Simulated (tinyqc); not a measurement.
Temperature series and Richardson plot: current of a Schottky diode by thermionic-emission-diffusion theory, and its read-back from I-V-T and C-V data. Computed by tinyqc, a small Python program. Command: `OMP_NUM_THREADS=1 python tinyqc.py 3013221 3013222 out.jsonl schottky walk`. One thread of a shared host (Intel(R) Xeon(R) Processor @ 2.30GHz), about 0.01 s of CPU time with the checks.

Full ionisation, no tunnelling, no recombination current. V is the voltage across the junction itself, forward positive.

Inputs (values chosen for the exercise, modelled on n-type amorphous oxide):
```
quantity,value,unit
Richardson constant A*,40.5,A/(cm^2 K^2)
"effective density of states at 300 K, N_c",5.2e+18,1/cm^3
permittivity eps,10,-
mobility mu,8.2,cm^2/(V s)
barrier without image force phi_0 (mean),0.768,eV
doping N,1.8e+16,1/cm^3
junction voltage V,0.41,V
standard deviation sigma,56,meV
"relative change of sigma^2 with bias, rho",0.58,1/V
```

Barrier: Gaussian spread of heights.

Constants: k_B = 8.617333262e-05 eV/K; e = 1.602176634e-19 C; eps_0 = 8.8541878128e-12 F/m.

Method:
- N_c(T) = N_c (T/300 K)^(3/2); V_bi = phi_0 - (k_B T/e) ln(N_c(T)/N); surface field F = sqrt(2 e N (V_bi - V - k_B T/e)/(eps eps_0)); image lowering d_phi = sqrt(e F/(4 pi eps eps_0)); effective barrier phi = phi_0 - d_phi - sigma^2 (1 - rho V)/(2 k_B T).
- Collection velocity v_R = A* T^2/(e N_c(T)); diffusion velocity v_D = mu F; J = e N_c(T) v_R/(1 + v_R/v_D) exp(-phi/k_B T) [exp(e V/k_B T) - 1].
- Ideality n = (e/k_B T)/(d ln J/dV) by a central difference of +/- 1 mV; J_0 = J exp(-e V/(n k_B T)); apparent barrier phi_IV = k_B T ln(A* T^2/J_0); a C-V plot gives phi_CV = phi_0, the mean without lowering.
- A least-squares line of ln(J_0/T^2) against 1/(k_B T) gives a barrier (minus the slope) and a Richardson constant (exp of the intercept).

At the same junction voltage:
```
T (K),1/k_B T (1/eV),n,J_0 (A/cm^2),phi_IV (eV),ln(J_0/T^2)
200,58.023,1.1207,1.8098e-11,0.67272,-35.332
250,46.418,1.1288,2.0493e-08,0.69903,-28.746
300,38.682,1.1503,3.1561e-06,0.71804,-24.074
350,33.156,1.1918,1.4935e-04,0.73068,-20.525
400,29.011,1.2749,3.6387e-03,0.73421,-17.599
450,25.788,1.4911,7.7253e-02,0.71664,-14.779
```

barrier from the Richardson plot = 0.62893 eV

Richardson constant from the plot = 2.0399 A/(cm^2 K^2)

What follows from these numbers?

From 200 to 450 K n goes from 1.121 to 1.491 and phi_IV from 0.673 to 0.717 eV. The plot returns 0.629 eV against phi_0 = 0.768 and a constant 0.0504 times the true A*: a spread of barriers lets cold carriers pick the low patches, which bends the plot and lowers both numbers.

Extremes, crossings and ranges named in words are read from the listed rows.
